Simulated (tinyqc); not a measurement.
Diffused layer (Gaussian), carriers, mobility and sheet resistance: one step of the calculation.

A p-type layer from the surface x = 0 to the junction xj, N(x) = N0 exp(-(x/Ld)^2). Local neutrality (no depletion at surface or junction, no spilling of carriers), intrinsic carriers neglected, full ionisation of active dopants.

Question. Sheet quantities by the trapezoid rule. Dose = integral of N, carrier sheet density = integral of p, 1/Rs = q integral of p mu, mean mobility 1/(q Rs sheet density), Hall mobility (unit Hall factor) = integral of p mu^2 over integral of p mu, Hall sheet density = (integral of p mu)^2/integral of p mu^2; all from 0 to xj.

Constants: q = 1.602176634e-19 C. Results are converted to the units shown.

x, point 0 to 12 (nm): [0.00000, 9.37248, 18.74495, 28.11743, 37.48991, 46.86239, 56.23486, 65.60734, 74.97982, 84.35230, 93.72477, 103.09725, 112.46973]
N, point 0 to 12 (cm^-3): [6.3e19, 6.0643247e19, 5.4088897e19, 4.4701037e19, 3.4230312e19, 2.4287785e19, 1.5967935e19, 9.7273239e18, 5.4906251e18, 2.8716665e18, 1.3916499e18, 6.2489892e17, 2.6e17]
p, point 0 to 12 (in units of 1e19 cm^-3): [6.2740000, 6.0383247, 5.3828897, 4.4441037, 3.3970312, 2.4027785, 1.5707935, 0.9467324, 0.5230625, 0.2611666, 0.1131650, 0.0364899, 0.0000000]
mu, point 0 to 12 (cm^2/(V s)): [47.409395, 47.500863, 47.789853, 48.323826, 49.195280, 50.565809, 52.707598, 56.066942, 61.337505, 69.459648, 81.274931, 96.418519, 111.99806]

Find: dose; carrier sheet density; Rs; mean mobility; Hall mobility; Hall sheet density.

Answer.

dose = 2.677e14 cm^-2
carrier sheet density = 2.648e14 cm^-2
Rs = 477.4 ohm/square
mean mobility = 49.37 cm^2/(V s)
Hall mobility = 49.73 cm^2/(V s)
Hall sheet density = 2.629e14 cm^-2

Carriers make up 98.9 % of the dose. A Hall measurement weights the mobile tail, so its sheet density is 0.71 % below the true one.

tinyqc, about 0.01 s, one thread, Intel Xeon 2.30GHz (shared host): `OMP_NUM_THREADS=1 python tinyqc.py 2110002 2110003 out.jsonl`
